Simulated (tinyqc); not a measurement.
Thermal and gravitational stress in a wafer during furnace and rapid thermal processing, and the onset of slip. Which input was changed? Computed by tinyqc, a small Python program. Command: `OMP_NUM_THREADS=1 python tinyqc.py 3017307 3017308 out.jsonl slip which`. One thread of a shared host (Intel(R) Xeon(R) Processor @ 2.30GHz), about 0.06 s of CPU time with the checks.

A thin free disc in plane stress, isotropic; T(r) = T_centre + dT (r/R)^n with n = 2. Stress is positive in tension; sigma_SB = 5.670374419e-8 W/(m^2 K^4), g = 9.80665 m/s^2.

Inputs (values chosen for the exercise, modelled on silicon):
```
quantity                             value        unit
wafer radius R                         225          mm
thickness t                            925  micrometre
Young's modulus E                      143         GPa
Poisson ratio nu                      0.23           -
expansion alpha                       4.36      1e-6/K
edge less centre temperature dT         -8           K
temperature T                         1025           K
prefactor A of the critical stress  0.0003         MPa
energy U of the critical stress      0.988          eV
density rho                           2330      kg/m^3
heat capacity c                        944    J/(kg K)
conductivity k                        29.1     W/(m K)
wafer spacing s                         16          mm
ramp rate                               33       K/min
radius of the support ring over R     0.75           -
```

Temperature profile: parabolic.

Constants: k_B = 8.617333262e-05 eV/K.

Method:
- With x = r/R: s_rr = alpha E dT (1 - x^n)/(n + 2), s_tt = alpha E dT [1 - (n + 1) x^n]/(n + 2).
- Critical resolved stress tau_c = A exp(U/(k_B T)), a form chosen for the exercise; slip when 0.492799 |s_tt(R)| > tau_c; allowed |dT| = tau_c (n + 2)/(0.492799 n alpha E).
- In a stack heated from the rim, heat flows inward by conduction and by radiation between wafers: k_eff = k + (16/3) sigma_SB T^3 s^2/t (a diffusion estimate with the spacing as path length). A steady ramp gives the parabolic lag dT = rho c (ramp) R^2/(4 k_eff); the allowed ramp uses n = 2.
- Own weight q = rho g t on a ring of radius b R, x = r/R: moments of an edge-supported plate, M_r = q R^2 (3 + nu)(1 - x^2)/16 and M_t = q R^2 [(3 + nu) - (1 + 3 nu) x^2]/16, less the uniform moment inside the ring load, q R^2 [(1 - nu)(1 - b^2) - 2 (1 + nu) ln b]/8; stress at the lower face = 6 M/t^2.

Question. One of these inputs alone was changed, within the range given: Young's modulus E (71.5 to 286); expansion alpha (2.18 to 8.72); temperature T (950 to 1640); conductivity k (14.55 to 58.2). Which one, and to what value?

Results:
```
run     allowed ramp rate (K/min)  allowed |dT| (K)  stress at the centre (MPa)
before                   36.17639          140.7710                   0.5350093
after                    33.71876          140.7710                   0.5350093
```

Answer.

Each candidate set to reproduce allowed ramp rate, and what it then gives:
```
candidate                 range searched  value needed  allowed |dT| (K)  stress at the centre (MPa)
Young's modulus E (GPa)      71.5 to 286         153.4            131.21                     0.53501
expansion alpha (1e-6/K)    2.18 to 8.72         4.678            131.21                     0.53501
temperature T (K)            950 to 1640          1033            128.86                     0.53501
conductivity k (W/(m K))   14.55 to 58.2         21.00            140.77                     0.53501
```

Only conductivity k fits every result: it went from 29.1 to 21.0 W/(m K). The next best candidate, Young's modulus E, misses one result by 6.8 %.

Caution: at lower temperature the exponential form overstates the strength: fracture from edge flaws comes first.
